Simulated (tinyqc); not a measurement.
Chemical vapour deposition: Grove model, boundary layer, depletion and step coverage: one step, computed by the program tinyqc. Command: `OMP_NUM_THREADS=1 python tinyqc.py 3022631 3022632 out.jsonl cvd walk`. One thread of a shared host (Intel(R) Xeon(R) Processor @ 2.30GHz), about 0.01 s of CPU time with the checks.

A precursor diffuses to the surface and reacts there at first order; each molecule that reacts adds one formula unit of film.

Question. Growth rate at the inlet. Fluxes in series: C_s = C_g/(1 + k_s/h_g); growth rate G = k_s h_g/(k_s + h_g) C_g/N; 1 cm/s = 6e8 nm/min.

Inputs (values chosen for the exercise, close to those used for tungsten from its fluoride): temperature T = 480 C; film density N = 6.3e+22 formula units/cm^3; channel height b = 4.7 cm.

Reactor: horizontal, reduced pressure.

surface rate constant k_s = 2.508651 cm/s

mass-transfer coefficient h_g = 7.385940 cm/s

precursor density C_g = 9.936622e+14 1/cm^3

Give: ratio k_s/h_g; C_s/C_g; growth rate G at the inlet.

Answer.

ratio k_s/h_g = 0.33965

C_s/C_g = 0.74646

growth rate G at the inlet = 17.721 nm/min

Reaction and transport resist to a similar degree. Caution: the boundary layer is capped at b/2, so U, L and nu no longer affect h_g.
